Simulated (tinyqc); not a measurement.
# Two-sublattice mean-field magnet: ferrimagnet, compensation points and susceptibility, step by step

A worked calculation. Computed by tinyqc, a small Python program that keeps every step. Command: `OMP_NUM_THREADS=1 python tinyqc.py 3020851 3020852 out.jsonl ferri walk`. One thread of a shared host (Intel(R) Xeon(R) Processor @ 2.30GHz), about 0.01 s of CPU time with the checks. Intermediate numbers are printed to about 7 digits and carried at full precision; extremes and crossings named in words are read from the listed rows.

A random alloy A(1-x)B(x) with H = -sum over pairs J S_i.S_j. a = <S_A> and b = <S_B> are taken along z, a > 0. Exchange fields: h_A = (1 - x) zJ_AA a + x zJ_AB b, h_B = (1 - x) zJ_AB a + x zJ_BB b; a = S_A B_(S_A)(S_A h_A/(k_B T)) and likewise for b, with the Brillouin function B_S(y) = [(2S + 1)/(2S)] coth[(2S + 1) y/(2S)] - [1/(2S)] coth[y/(2S)].

Inputs (values chosen for the exercise, for a model ferrimagnet): spin S_A = 2; spin S_B = 3.5; g factor g_A = 2.1; g factor g_B = 2; fraction x of B sites = 0.16; z J_AA = 30 meV; z J_BB = 1.5 meV; z J_AB = -13 meV; T over T_c = 0.2; largest number of steps = 3000.

Constants: k_B = 8.617333262e-05 eV/K.

## Ordering temperature

Linearised, T (a, b) = M (a, b) with M_ij = S_i (S_i + 1) c_j zJ_ij/(3 k_B), c_A = 1 - x, c_B = x. T_c is the larger eigenvalue, and its eigenvector gives b/a at onset, (T_c - M_AA)/M_AB.

M (K), rows A, B:
$$\begin{pmatrix}
584.8677 & -48.2748 \\
-665.2870 & 14.6217
\end{pmatrix}$$

eigenvalues (K): [-37.0219, 636.5113]

T_c = 636.5113 K

b/a at onset = -1.069783

T = 127.3023 K

The antiferromagnetic A-B coupling raises T_c by 52 K over that of A alone.

## First step

Start from a = S_A, b = -S_B and apply the equations once.

h_A = 57.68 meV

h_B = -22.68 meV

new a = 1.994767

new b = -3.355170

## Self-consistent moments

Repeat from a = S_A, b = -S_B until a and b change by less than 1e-10.

Iteration:
```
step         a          b  largest change
1     2.000000  -3.500000    1.448304e-01
2     1.994767  -3.355170    1.396614e-03
3     1.994555  -3.353773    4.048116e-05
4     1.994551  -3.353733    8.354646e-07
5     1.994551  -3.353732    1.872947e-08
6     1.994551  -3.353732    4.107141e-10
7     1.994551  -3.353732    9.058976e-12
```

a = 1.994551

b = -3.353732

last change = 9.058976e-12

a is at 100 % and b at 96 % of saturation: the B spins feel the weaker field per spin and lose their order faster.

## Net moment and spin

Net moment m = (1 - x) g_A a + x g_B b in mu_B per site; net spin s = (1 - x) a + x b. At T = 0, a = S_A and b = -S_B. Effective g = m/s.

net moment m = 2.445193 mu_B

net spin s = 1.138825

m at T = 0 = 2.408 mu_B

effective g = 2.147118

A dominates at T, as at T = 0.

## Compensation temperatures

Net moment m = (1 - x) g_A a + x g_B b in mu_B per site; net spin s = (1 - x) a + x b. T_M: m = 0; T_A: s = 0; searched between 0.02 and 0.97 T_c, and given as 0 if there is no change of sign.

magnetic compensation T_M = 0 K

angular-momentum compensation T_A = 0 K

No compensation in this range.

## Moments against temperature

The formulas are those given above.

Sublattices:
```
T/T_c     T (K)      a/S_A     -b/S_B  m (mu_B)
0.05    31.8256  1.0000000  0.9999268  2.408082
0.15    95.4767  0.9995393  0.9805580  2.428150
0.30   190.9534  0.9828922  0.9001227  2.459506
0.45   286.4301  0.9332929  0.7902209  2.407610
0.60   381.9068  0.8472127  0.6581767  2.251808
0.72   458.2881  0.7431084  0.5370343  2.020208
0.84   534.6695  0.5876012  0.3948631  1.630810
0.92   585.5904  0.4276158  0.2739405  1.201815
0.97   617.4159  0.2664696  0.1657597  0.754454
```

At 0.45 T_c A keeps 0.93 and B 0.79 of saturation. |m| first rises, to 2.460 at 0.3 T_c, because the minority sublattice falls faster (type P).

## Susceptibility above T_c

With a field B, T (a, b) = M (a, b) + (mu_B B/(3 k_B)) (g_A S_A (S_A + 1), g_B S_B (S_B + 1)). chi = m/B per site; C = mu_B [(1 - x) g_A^2 S_A (S_A + 1) + x g_B^2 S_B (S_B + 1)]/(3 k_B); the table gives C/chi, which tends to T - theta.

Inverse susceptibility:
```
T (K)     C/chi (K)  T - C/chi (K)
649.242      30.059       619.1821
700.162     137.380       562.7829
795.639     303.181       492.4582
954.767     529.460       425.3069
1273.023    911.904       361.1190
1909.534   1597.761       311.7727
3182.556   2902.741       279.8153
6365.113   6105.927       259.1862
```

T - C/chi sinks from 619 K just above T_c to 259 K at 10 T_c, on its way to the asymptotic theta. The curve of 1/chi is a hyperbola that bends down to zero at T_c = 637 K, so a Curie-Weiss line fitted at high T misses T_c.

Checks made by the program: the fixed point (relative difference below 1e-10).
